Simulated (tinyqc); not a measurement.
Inside a calculation. Method: CCSD on RHF in the sto-3g basis, for BeH2, spin multiplicity 1. One step of it, computed by the program tinyqc.

Problem. CCSD: starting amplitudes. t_ij^ab = <ij||ab> / (e_i + e_j - e_a - e_b), whose energy is MP2.

orbital energies (hartree): MO1 -4.533744, MO2 -0.416809, MO3 -0.374160, MO4 0.213795, MO5 0.213795, MO6 0.353815, MO7 0.698043

Two-electron integrals over orbitals (pq|rs), unique and non-zero (hartree):
```
p,q,r,s,(pq|rs)
1,1,1,1,2.271940
2,1,1,1,-0.186926
2,1,2,1,0.023740
2,2,1,1,0.457279
2,2,2,1,-0.005738
2,2,2,2,0.373500
3,1,3,1,0.005038
3,2,3,1,0.010949
3,2,3,2,0.158498
3,3,1,1,0.418803
3,3,2,1,-0.002362
3,3,2,2,0.385178
3,3,3,3,0.408567
4,1,4,1,0.015746
4,2,4,1,0.014931
4,2,4,2,0.047388
4,3,4,3,0.012409
4,4,1,1,0.569185
4,4,2,1,-0.007241
4,4,2,2,0.353193
4,4,3,3,0.334404
4,4,4,4,0.449859
5,1,5,1,0.015746
5,2,5,1,0.014931
5,2,5,2,0.047388
5,3,5,3,0.012409
5,4,5,4,0.024249
5,5,1,1,0.569185
5,5,2,1,-0.007241
5,5,2,2,0.353193
5,5,3,3,0.334404
5,5,4,4,0.401360
5,5,5,5,0.449859
6,1,1,1,-0.192570
6,1,2,1,0.024953
6,1,2,2,-0.005968
6,1,3,3,-0.002974
6,1,4,4,-0.005702
6,1,5,5,-0.005702
6,1,6,1,0.026313
6,2,1,1,0.136826
6,2,2,1,-0.006012
6,2,2,2,-0.014487
6,2,3,3,-0.041068
6,2,4,4,0.067824
6,2,5,5,0.067824
6,2,6,1,-0.005211
6,2,6,2,0.083365
6,3,3,1,-0.000436
6,3,3,2,-0.092137
6,3,6,3,0.087414
6,4,4,1,0.016172
6,4,4,2,0.046548
6,4,6,4,0.049202
6,5,5,1,0.016172
6,5,5,2,0.046548
6,5,6,5,0.049202
6,6,1,1,0.459161
6,6,2,1,-0.006654
6,6,2,2,0.375451
6,6,3,3,0.386587
6,6,4,4,0.351926
6,6,5,5,0.351926
6,6,6,1,-0.006530
6,6,6,2,-0.027647
6,6,6,6,0.392294
7,1,3,1,0.009521
7,1,3,2,0.017558
7,1,6,3,0.000217
7,1,7,1,0.018138
7,2,3,1,0.004536
7,2,3,2,-0.039037
7,2,6,3,0.062779
7,2,7,1,0.008386
7,2,7,2,0.057349
7,3,1,1,0.150341
7,3,2,1,-0.004015
7,3,2,2,0.000918
7,3,3,3,-0.017955
7,3,4,4,0.070471
7,3,5,5,0.070471
7,3,6,1,-0.003560
7,3,6,2,0.079012
7,3,6,6,-0.020570
7,3,7,3,0.087348
7,4,4,3,0.013248
7,4,7,4,0.016955
7,5,5,3,0.013248
7,5,7,5,0.016955
7,6,3,1,0.009754
7,6,3,2,0.139612
7,6,6,3,-0.091476
7,6,7,1,0.016115
7,6,7,2,-0.047169
7,6,7,6,0.136458
7,7,1,1,0.545151
7,7,2,1,-0.007489
7,7,2,2,0.399631
7,7,3,3,0.415596
7,7,4,4,0.377147
7,7,5,5,0.377147
7,7,6,1,-0.007524
7,7,6,2,-0.018709
7,7,6,6,0.409494
7,7,7,3,0.003569
7,7,7,7,0.453315
```

Give: Starting amplitudes; correlation energy.

Solution.

Starting amplitudes (spin orbitals 1a, 1b, ...; amplitudes related by a flip of all spins are not repeated):
```
from,to,t
3a 3b,6a 6b,-0.0600
2a 2b,6a 6b,-0.0541
2a 3b,6a 7b,-0.0429
3a 3b,7a 7b,-0.0407
2a 2b,4a 4b,-0.0376
2a 2b,5a 5b,-0.0376
2a 3b,6b 7a,0.0341
2a 2b,7a 7b,-0.0257
3a 3b,4a 4b,-0.0106
3a 3b,5a 5b,-0.0106
2a 3a,6a 7a,-0.0088
1a 2b,4a 4b,-0.0028
1a 2b,5a 5b,-0.0028
1a 1b,6a 6b,-0.0027
1a 1b,7a 7b,-0.0017
1a 1b,5a 5b,-0.0017
1a 1b,4a 4b,-0.0017
1a 2b,7a 7b,-0.0013
1a 2b,6a 6b,0.0009
1a 3a,6a 7a,0.0006
1a 3b,6a 7b,0.0006
1a 3b,6b 7a,3.64e-05
```

correlation energy = -0.030313 hartree
